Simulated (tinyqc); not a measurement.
Carbon nanotube by zone folding: one step. The small gap from curvature. Five cases, with inputs chosen for the exercise.

Task: Rolling tilts the orbitals and moves K off the line: Eg = (3/4) t (acc/d)^2 |cos(3 theta)| in the estimate used here (misalignment of pi orbitals alone).

Give: gap.

Case 1.

Values chosen (out of a larger set: near those used for carbon; not measured data): t = 2.83 eV (hopping); acc = 1.42 angstrom (bond length).

d = 20.34000 angstrom
theta = 30.0000 degrees

Result:

gap = 0.0 meV

It vanishes for armchair tubes.

Case 2.

Values chosen (out of a larger set: near those used for carbon; not measured data): t = 2.6 eV (hopping); acc = 1.42 angstrom (bond length).

d = 11.74331 angstrom
theta = 0.0000 degrees

Result:

gap = 28.5 meV

It falls as 1/d^2 and is largest for zigzag tubes.

Case 3.

Values chosen (out of a larger set: near those used for carbon; not measured data): t = 2.67 eV (hopping); acc = 1.42 angstrom (bond length).

d = 16.27200 angstrom
theta = 30.0000 degrees

Result:

gap = 0.0 meV

It vanishes for armchair tubes.

Case 4.

Values chosen (out of a larger set: near those used for carbon; not measured data): t = 2.63 eV (hopping); acc = 1.44 angstrom (bond length).

d = 18.03425 angstrom
theta = 22.4109 degrees

Result:

gap = 4.9 meV

It falls as 1/d^2 and is largest for zigzag tubes.

Case 5.

Values chosen (out of a larger set: near those used for carbon; not measured data): t = 2.89 eV (hopping); acc = 1.44 angstrom (bond length).

d = 13.75099 angstrom
theta = 30.0000 degrees

Result:

gap = 0.0 meV

It vanishes for armchair tubes.

Computed by tinyqc, one run a case: `OMP_NUM_THREADS=1 python tinyqc.py N N+1 out.jsonl` with N = 1480148, 1480622, 1480710, 1480876, 1480884; one thread of a shared Intel(R) Xeon(R) Processor @ 2.30GHz, about 0.03 s a run at most.
